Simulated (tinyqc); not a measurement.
# Changing the magnetic field B

Model: Hall effect and magnetoresistance of several carrier groups with constant relaxation times. Computed by tinyqc, a small Python program. Command: `OMP_NUM_THREADS=1 python tinyqc.py 3029852 3029853 out.jsonl hall2 sweep`. One thread of a shared host (Intel(R) Xeon(R) Processor @ 2.30GHz), about 0.01 s of CPU time with the checks.

Group 1 has charge +e and group 2 charge +e; s_i is that sign. B lies along z; mu B is formed with mu in m^2/(V s).

Inputs (values chosen for the exercise, for a model conductor):
```
quantity,value,unit
density n1,2.9e+11,1/cm^2
mobility mu1,160000,cm^2/(V s)
density n2,8.5e+12,1/cm^2
mobility mu2,40000,cm^2/(V s)
```

Carriers: light and heavy holes. Densities: per area (a thin layer).

Constants: e = 1.602176634e-19 C.

Method. sigma_xx = sum n_i e mu_i/(1 + mu_i^2 B^2); sigma_xy = sum s_i n_i e mu_i^2 B/(1 + mu_i^2 B^2). rho_xx = sigma_xx/(sigma_xx^2 + sigma_xy^2); Hall coefficient R_H = sigma_xy/(B (sigma_xx^2 + sigma_xy^2)), with B in V s/cm^2 (1 T = 1e-4 V s/cm^2); magnetoresistance MR = rho_xx(B)/rho_xx(0) - 1. Apparent density 1/(e |R_H|); Hall mobility |R_H|/rho_xx.

One run for each value:
```
magnetic field B (T),magnetoresistance MR (%),apparent density (1/cm^2),Hall mobility (cm^2/(V s)),Hall coefficient R_H (cm^2/C)
0.0031,1.459e-02,7.104e+12,54381,8.785e+05
0.007,7.379e-02,7.116e+12,54262,8.771e+05
0.015,3.268e-01,7.164e+12,53759,8.712e+05
0.034,1.413e+00,7.381e+12,51624,8.457e+05
0.077,3.997e+00,7.952e+12,46722,7.849e+05
0.17,6.171e+00,8.506e+12,42785,7.338e+05
0.38,6.951e+00,8.724e+12,41411,7.154e+05
0.84,7.131e+00,8.776e+12,41098,7.112e+05
1.9,7.169e+00,8.787e+12,41031,7.103e+05
```

What does the table show, and why?

Over the rows, magnetoresistance MR (%) rises from 0.0146 to 7.17 (exponent d ln y / d ln x 2.0 between the first rows and 0.0066 between the last); apparent density (1/cm^2) rises from 7.10e12 to 8.79e12 (exponent d ln y / d ln x 0.0019 between the first rows and 0.0016 between the last); Hall mobility (cm^2/(V s)) falls from 54400 to 41000 (exponent d ln y / d ln x -0.0027 between the first rows and -0.0020 between the last). At the low end the exponent of magnetoresistance MR is 1.99, close to 2: the quadratic law. At the high end the exponent of magnetoresistance MR is 0.01, close to 0: saturation.
